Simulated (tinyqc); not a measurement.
Short-channel transistor, virtual-source model with series resistance: one step of the calculation.

The current per gate width is the charge at the top of the source barrier (the virtual source) times its velocity times a saturation function; al and be are fitting constants of the model. Units: I in uA/um, Rs in ohm um, so I Rs = 1e-6 I Rs in volts; Q in uC/cm^2, so I = 1e-4 Q vx0 Fsat with vx0 in cm/s.

Problem. What the series resistance costs. Intrinsic voltages Vg' = Vgs - I Rs, Vd' = Vds - 2 I Rs. n = n0 + nd Vd', VT = VT0 - dl Vd', Ff = 1/(1 + exp((Vg' - VT + al Vt/2)/(al Vt))), Q = Cinv n Vt ln(1 + exp((Vg' - VT + al Vt Ff)/(n Vt))), Vdsat = (vx0 L/mu)(1 - Ff) + Vt Ff, Fsat = u/(1 + u^be)^(1/be) with u = Vd'/Vdsat, and I = Q vx0 Fsat per width. I0 is the current for Rs = 0. Effective velocity I/Q; transit time L Q/I.

Inputs (values chosen for the exercise): temperature T = 300 K; inversion capacitance Cinv = 1.82 uF/cm^2; velocity at the virtual source vx0 = 1.86e7 cm/s; apparent mobility mu = 1400 cm^2/(V s); channel length L = 45 nm; threshold at zero drain voltage VT0 = 0.41 V; drain-induced barrier lowering dl = 0.18 V/V; subthreshold factor n0 = 1.55; growth of n with drain voltage nd = 0.1 1/V; threshold shift (in units of Vt) from weak to strong inversion al = 3.5; sharpness of saturation be = 2; series resistance of each contact Rs = 120 ohm um; gate voltage Vgs = 0.77 V; drain voltage Vds = 0.05 V.

Constants: q = 1.602176634e-19 C, kB = 1.380649e-23 J/K, Vt = kB T/q. Results are converted to the units shown.

converged I = 171.37279 uA/um
I0 = 806.10872 uA/um

Give: loss against I0; effective velocity; transit time.

Solution.

loss against I0 = 78.74 %
effective velocity = 2.751e6 cm/s
transit time = 1.636 ps

Computed by the program tinyqc: `OMP_NUM_THREADS=1 python tinyqc.py 2380163 2380164 out.jsonl`, one thread of a shared Intel Xeon 2.30GHz, about 0.02 s for the whole run.
